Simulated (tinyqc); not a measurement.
# Carrier lifetime of an n-type layer with SRH, radiative, Auger and surface recombination, step by step

tinyqc, about 0.01 s, one thread, Intel Xeon 2.30GHz (shared host): `OMP_NUM_THREADS=1 python tinyqc.py 2300018 2300019 out.jsonl` Printed values are rounded.

Uniform excess density dn = dp (no trapping), n = n0 + dn, p = p0 + dn, Boltzmann statistics, full ionisation. Surfaces enter as a rate 2 S dn/d, which holds while diffusion to them is fast.

Parameters, values chosen for the exercise; band and dielectric values close to those of germanium:
- T = 250 K (temperature)
- Eg = 0.661 eV (band gap)
- Nc = 7.91e18 cm^-3 (conduction-band density of states at T)
- Nv = 4.48e18 cm^-3 (valence-band density of states at T)
- B = 6.28e-14 cm^3/s (radiative coefficient)
- N = 2.9e15 cm^-3 (donor density)
- Cn = 1.1e-30 cm^6/s (Auger coefficient (two electrons))
- Cp = 8.2e-31 cm^6/s (Auger coefficient (two holes))
- Nt = 1e13 cm^-3 (trap density)
- sn = 5e-15 cm^2 (capture cross-section for electrons)
- sp = 3e-17 cm^2 (capture cross-section for holes)
- vth = 1.1e7 cm/s (thermal velocity (both carriers))
- Et = 0.19 eV (trap level below the conduction band)
- S = 0 cm/s (surface recombination velocity (both faces))
- d = 50 um (sample thickness)
- G = 5.4e20 cm^-3 s^-1 (generation rate)

Constants: q = 1.602176634e-19 C, kB = 1.380649e-23 J/K, Vt = kB T/q. Results are converted to the units shown.

## Equilibrium densities and SRH constants

ni = sqrt(Nc Nv) exp(-Eg/(2 Vt)), Eg in volts; majority density N/2 + sqrt(N^2/4 + ni^2), n0 p0 = ni^2; n1 = Nc exp(-Et/Vt), p1 = Nv exp((Et - Eg)/Vt); tn0 = 1/(sn vth Nt), tp0 = 1/(sp vth Nt).

ni = 1.29461e12 cm^-3
n0 = 2.90000e15 cm^-3
p0 = 5.77940e8 cm^-3
n1 = 1.16935e15 cm^-3
p1 = 1.43330e9 cm^-3
tn0 = 1.81818e-6 s
tp0 = 3.03030e-4 s

## Starting value

dn = 2e15 cm^-3.

dn at the start = 2e15 cm^-3

## Iteration 1: new dn

With e = n p - ni^2 = dn (n0 + p0 + dn): U_SRH = e/(tp0 (n + n1) + tn0 (p + p1)), U_rad = B e, U_Aug = (Cn n + Cp p) e, U_s = 2 S dn/d. Substitution: tau = dn/U with U the sum, dn(new) = G tau.

U_SRH = 5.31790e18 cm^-3 s^-1
U_rad = 6.15440e17 cm^-3 s^-1
U_Aug = 6.88940e16 cm^-3 s^-1
U_s = 0 cm^-3 s^-1
tau = 3.33209e-4 s
dn after iteration 1 = 1.79933e17 cm^-3

## Iteration 2: new dn

As before.

U_SRH = 5.86564e20 cm^-3 s^-1
U_rad = 2.06598e21 cm^-3 s^-1
U_Aug = 1.14702e22 cm^-3 s^-1
U_s = 0 cm^-3 s^-1
tau = 1.27407e-5 s
dn after iteration 2 = 6.87997e15 cm^-3

## Iteration 3: new dn

As before.

U_SRH = 2.02030e19 cm^-3 s^-1
U_rad = 4.22556e18 cm^-3 s^-1
U_Aug = 1.10346e18 cm^-3 s^-1
U_s = 0 cm^-3 s^-1
tau = 2.69464e-4 s
dn after iteration 3 = 1.45511e17 cm^-3

## Course of the iteration

Stop when the step is below 1e-10 of the value, or after 40 iterations.

Course of the iteration:

| iteration | dn before the step (cm^-3) | step (cm^-3) |
|---|---|---|
| 1 | 2e15 | 1.78e17 |
| 2 | 1.79933e17 | -1.73e17 |
| 3 | 6.87997e15 | 1.39e17 |
| 4 | 1.45511e17 | -1.36e17 |
| 5 | 9.90611e15 | 1.22e17 |
| 6 | 1.31716e17 | -1.20e17 |
| 7 | 1.16934e16 | 1.13e17 |
| 8 | 1.24645e17 | -1.12e17 |
| 9 | 1.27988e16 | 1.08e17 |
| ... | ... | ... |
| 32 | 1.13221e17 | -9.83e16 |
| 33 | 1.49362e16 | 9.82e16 |
| 34 | 1.13185e17 | -9.82e16 |
| 35 | 1.49435e16 | 9.82e16 |
| 36 | 1.13161e17 | -9.82e16 |
| 37 | 1.49487e16 | 9.82e16 |
| 38 | 1.13144e17 | -9.82e16 |
| 39 | 1.49522e16 | 9.82e16 |
| 40 | 1.13132e17 | -9.82e16 |

Not converged within 40 iterations: the residual has stopped falling and alternates between two values (counting the size of the step as the residual). dn swings between about 1.50e16 and 1.13e17 cm^-3. At the solution d ln U/d ln dn = 2.10, so the logarithmic slope of the map is 1 - 2.10 = -1.10; its size exceeds 1, so substitution cannot settle there. A rerun with Newton steps in ln dn converges in 6 iterations.
